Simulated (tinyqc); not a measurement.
Inside a calculation. Method: Hueckel theory of the pi electrons with the omega technique, for the molecule BC(=C)O (SMILES; centres numbered as the heavy atoms are written). One step of it, computed by the program tinyqc.

Problem. Orbitals, round 1. Diagonalise; E = alpha + x beta with beta < 0, so the largest x are filled first; degenerate levels share their electrons. P = sum n_i c_ri c_si; each orbital has its largest coefficient positive (the first on a tie).

Hueckel matrix in units of beta (H = alpha + beta A):
```
           1B        2C        3C        4O
1B  -0.920000  0.710000  0.000000  0.000000
2C   0.710000  0.000000  1.000000  0.900000
3C   0.000000  1.000000  0.000000  0.000000
4O   0.000000  0.900000  0.000000  1.800000
```

pi electrons, sum of z_r less the charge = 4

Give: x values; occupations; coefficients; charge and bond-order matrix P.

Solution.

x values: 2.2808  0.7812  -0.5802  -1.6018

occupations: 2.0000  2.0000  0.0000  0.0000

coefficients:
```
       MO1      MO2      MO3      MO4
1B  0.1018   0.2202   0.7176   0.6529
2C  0.4590   0.5276   0.3434  -0.6269
3C  0.2013   0.6753  -0.5919   0.3914
4O  0.8593  -0.4661  -0.1298   0.1659
```

charge and bond-order matrix P:
```
         1B      2C       3C       4O
1B   0.1177  0.3258   0.3383  -0.0302
2C   0.3258  0.9780   0.8973   0.2972
3C   0.3383  0.8973   0.9930  -0.2835
4O  -0.0302  0.2972  -0.2835   1.9113
```
